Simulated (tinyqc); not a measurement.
Transient enhanced diffusion after implantation: plus-n interstitials, dissolving clusters and loss to the surface: one step, computed by the program tinyqc.

The implant leaves n Q interstitials in clusters at depth R_p. While clusters last they hold the free interstitials at a supersaturation S = C_I/C_I*; interstitials drain to the surface, and the part f_I of the dopant diffusion that uses interstitials speeds up in proportion to S.

Task: Duration and total effect at this temperature. The clusters last tau = n Q/J. If they dissolve fully at this T, the extra budget is (D/D* - 1) D* tau.

Inputs (values chosen for the exercise, modelled on boron in silicon): implant dose Q = 2.2e+13 1/cm^2; interstitials kept per ion n = 1; anneal (peak) temperature T = 975 C.

Anneal: isothermal.

flux J = 1.643324e+14 1/(cm^2 s)

enhancement D/D* = 102.6390

equilibrium diffusivity D* = 6.918752e-15 cm^2/s

Give: duration tau; extra budget if complete.

Result:

duration tau = 0.13387 s

extra budget if complete = 9.4143e-14 cm^2
